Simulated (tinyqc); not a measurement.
# Changing the thickness d_2

Model: longitudinal sound in a periodic multilayer: transfer matrices, stop bands and folded phonons. Computed by tinyqc, a small Python program. Command: `OMP_NUM_THREADS=1 python tinyqc.py 3027236 3027237 out.jsonl multilayer sweep`. One thread of a shared host (Intel(R) Xeon(R) Processor @ 2.30GHz), about 0.01 s of CPU time with the checks.

Layers 1 and 2 repeat with period d = d_1 + d_2; waves travel normal to the layers, without loss. State vector (u, s): displacement u and stress divided by omega. Impedances Z = rho v are in 1e6 kg/(m^2 s).

Inputs (values chosen for the exercise, modelled on silica (layer 1), silicon nitride (layer 2) and gallium arsenide (substrate)): density rho_1 = 2.22 g/cm^3; velocity v_1 = 5890 m/s; thickness d_1 = 155 nm; density rho_2 = 3.11 g/cm^3; velocity v_2 = 10000 m/s; substrate density = 5.33 g/cm^3; substrate velocity = 4660 m/s; periods N = 2.

Method:
- Z = rho v; interface reflection r = (Z_2 - Z_1)/(Z_2 + Z_1) (stress amplitude, from 1 into 2); Bragg frequency f_B = 1/[2 (d_1/v_1 + d_2/v_2)]; long-wave velocity v_eff = d/sqrt[(d_1/v_1)^2 + (d_2/v_2)^2 + (Z_1/Z_2 + Z_2/Z_1)(d_1/v_1)(d_2/v_2)].
- A layer maps (u, s) by [[cos p, sin p/Z], [-Z sin p, cos p]], p = 2 pi f d_i/v_i; one period is M = M_2 M_1, and cos(q d) = trace(M)/2.
- For N periods A = M^N. A wave comes from a thick layer of material 1 and leaves into the substrate (Z_s): transmitted power T = 4 Z_1 Z_s/|Z_1 A_22 + Z_s A_11 - i (Z_1 Z_s A_12 - A_21)|^2, reflected power R = 1 - T.
- Gap m contains m f_B; its edges, where trace(M)/2 = (-1)^m, are found by root search. Weak-contrast estimate of the width: (4 f_B/pi) |r sin(m pi a)|, a = (d_1/v_1)/(d_1/v_1 + d_2/v_2).

One run for each value:
```
thickness d_2 (nm)  width/f_B (%)  Bragg frequency f_B (GHz)  transmitted power at f_B  long-wave velocity v_eff (m/s)
43.9                       24.154                     16.284                   0.63590                          6182.1
68.6                       32.631                     15.071                   0.47688                          6337.4
107.0                      41.811                     13.508                   0.33232                          6560.0
168.0                      50.005                     11.597                   0.24072                          6867.4
263.0                      53.511                      9.503                   0.21157                          7253.0
412.0                      50.012                      7.406                   0.24066                          7698.4
645.0                      41.881                      5.506                   0.33138                          8163.5
1010.0                     32.621                      3.927                   0.47706                          8604.3
1580.0                     24.127                      2.713                   0.63643                          8984.2
```

Over the rows, width/f_B (%) goes from 24.2 through a maximum among these rows, 53.5 at 263, to 24.1; Bragg frequency f_B (GHz) falls from 16.3 to 2.71 (exponent d ln y / d ln x -0.17 between the first rows and -0.83 between the last); transmitted power at f_B goes from 0.636 through a minimum among these rows, 0.212 at 263, to 0.636. The relative width is largest when both layers have equal transit times, at d_2 = 263 nm.

Extremes, crossings and ranges named in words are read from the listed rows.
